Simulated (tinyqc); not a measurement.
Comparisons within one model: six-band hole subbands of a thin body in a field. A value that a table varies takes the place of the one given here.

Basis X, Y, Z times spin, hole energies counted downwards from the unstrained edge (the hydrostatic shift is left out), c = hbar^2/2m0. For a symmetric tensor T let C(T) have C_XX = L Txx + M (Tyy + Tzz), C_XY = N Txy (cyclic), L = c (g1 + 4 g2), M = c (g1 - 2 g2), N = 6 c g3. k = q + kz n, n the unit normal, q = k1 u + k2 v with u along the channel [1-10] and v = n x u. H = C(k k^T) + (Dso/3)(1 - L.sigma) - B + e F z with (L_k)_ij = -i epsilon_kij; B is the block C built from the traceless strain with 2b, -b and sqrt(3) d in place of L, M, N. Strain: exx = eyy = (s11 + s12) sx/2, ezz = s12 sx, exy = -s44 sx/4. Hard walls at z = 0 and t; basis sin(j pi z/t), j = 1 to Nz: kz^2 = (j pi/t)^2, kz = -i D with D_jl = 4 j l/(t (j^2 - l^2)), z_jj = t/2 and z_jl = -8 t j l/(pi (j^2 - l^2))^2 for j + l odd; 1 MV/cm = 0.01 eV/angstrom.

Nz = 14. E1 is the top subband at q = 0, gap the distance to the next pair, and the masses are c q^2/(E(q) - E1) at |q| = 0.02 1/angstrom (mean of the spin pair) along the channel [1-10] and across it in the plane; a dash marks a band that does not rise.

Constants: hbar^2/2m0 = 3.80998211 eV angstrom^2.

Parameters, chosen for this exercise (near those of a p-type Si channel; the results hold for these values, not for the real material):
- g1 = 4.3 (Luttinger gamma1)
- g2 = 0.34 (gamma2)
- g3 = 1.45 (gamma3)
- Dso = 0.045 eV (spin-orbit splitting)
- b = -2.11 eV (tetragonal potential)
- d = -4.73 eV (trigonal potential)
- S = (7.54, -2.16, 12.8) 1/TPa (compliances s11, s12, s44)
- face = 110 (surface)
- t = 65 angstrom (body thickness)
- F = 0.5 MV/cm (field across the body)
- sx = 1 GPa (stress along the channel [1-10], negative in compression)

## Stress along the channel

Each row has its own sx.

Results:

| sx (GPa) | E1 (meV) | gap (meV) | m channel | m across |
|---|---|---|---|---|
| -3.0 | -24.6 | 53.0 | 0.113 | 0.276 |
| -2.0 | 11.6 | 52.9 | 0.114 | 0.277 |
| -1.0 | 47.8 | 52.8 | 0.114 | 0.277 |
| -0.5 | 65.8 | 52.7 | 0.115 | 0.277 |
| 0.0 | 83.8 | 52.3 | 0.115 | 0.277 |
| 0.5 | 101.5 | 50.4 | 0.117 | 0.278 |
| 1.0 | 118.7 | 36.0 | 0.121 | 0.279 |

How do the results move?

Under 2 GPa of compression the channel mass goes from 0.115 to 0.114 m0, the mass across at 0.277; the gap to the next subband is 53, 52 and 36 meV at -2, 0 and +1 GPa. The lightest channel mass of the table, 0.113 m0, is at -3.0 GPa. Compression changes the channel mass little here, since confinement on this face has already singled out the orbital that the stress favours.

## Surface orientation and number of bands

Three faces, six bands; and four bands, with Dso set to 1000 eV.

Results:

| case | E1 (meV) | gap (meV) | m channel | m across |
|---|---|---|---|---|
| (001) 6 bands | 154.9 | 27.3 | 2.869 | 0.217 |
| (001) 4 bands | 158.6 | 30.1 | 1.736 | 0.183 |
| (110) 6 bands | 118.7 | 36.0 | 0.121 | 0.279 |
| (110) 4 bands | 140.3 | 53.3 | 0.163 | 0.307 |
| (111) 6 bands | 110.9 | 60.2 | 0.588 | 0.157 |
| (111) 4 bands | 125.5 | 74.1 | 0.222 | 0.175 |

What can be read from the table?

With six bands the top subband is shallowest on (111) (110.9 meV) and deepest on (001). Without the stress E1 would be 164.2, 83.8 and 119.5 meV, so the stress moves it by -9.2, 34.9 and -8.5 meV. The lightest channel mass is on (110) (0.121 m0). Dropping the split-off band moves E1 by 3.7, 21.5 and 14.5 meV and the gap by 2.9, 17.3 and 14.0 meV on the three faces, with Dso = 45 meV.

## What each parameter does

Six bands. Each row changes one parameter from the base and keeps the others.

Results:

| case | E1 (meV) | gap (meV) | m channel (m0) | m across (m0) |
|---|---|---|---|---|
| base | 118.7 | 36.0 | 0.121 | 0.279 |
| t = 55 angstrom | 118.7 | 37.2 | 0.120 | 0.278 |
| F = 0.8 MV/cm | 146.1 | 64.6 | 0.117 | 0.277 |
| sx = 0.5 GPa | 101.5 | 50.4 | 0.117 | 0.278 |
| g3 = 1.35 | 134.2 | 25.0 | 0.138 | 0.279 |
| g2 = 0.39 | 121.9 | 32.7 | 0.124 | 0.286 |
| Dso = 0.068 eV | 122.6 | 36.4 | 0.125 | 0.283 |
| d = -3.78 eV | 113.7 | 40.0 | 0.119 | 0.279 |

What does this show?

The largest shifts from the base row, up to three for each result and ties (the steps differ in size, so this ranks the rows, not the parameters). E1 (meV): F +27.4, sx -17.2, g3 +15.5; unchanged at the printed digits by t. gap (meV): F +28.7, sx +14.4, g3 -11.0. m channel (m0): g3 +0.018, Dso +0.004, F -0.004, sx -0.004. m across (m0): g2 +0.007, Dso +0.003, F -0.002, sx -0.002; unchanged at the printed digits by g3 and d.

tinyqc: `OMP_NUM_THREADS=1 python tinyqc.py 1281223 1281224 out.jsonl`; about 0.3 s, one thread, shared Intel(R) Xeon(R) Processor @ 2.30GHz.
